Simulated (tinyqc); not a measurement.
# Mobility and doping from two currents

Inverse problem. A trap-free film with injecting contacts is fitted, with diffusion neglected, by J = q mu N V/Lf + (9/8) eps0 eps_r mu V^2/Lf^3. Find mu, N and the voltage at which both terms are equal.

Parameters, values chosen for the exercise:
```
symbol,value,unit,meaning
eps_r,16.2,,relative permittivity
Lf,690,nm,film thickness
```

Constants: q = 1.602176634e-19 C, eps0 = 8.8541878128e-14 F/cm where lengths are in cm. Results are converted to the units shown.

J at 2.7 and 14 V (A/cm^2): [55.801629, 530.24198]

Solution. J/V is a straight line in V: the slope gives mu and the intercept mu N.

mu = 0.310 cm^2/(V s)
N = 2.30e16 cm^-3
crossover voltage = 10.9 V

tinyqc, about 4 s, one thread, Intel Xeon 2.30GHz (shared host): `OMP_NUM_THREADS=1 python tinyqc.py 2730004 2730005 out.jsonl`
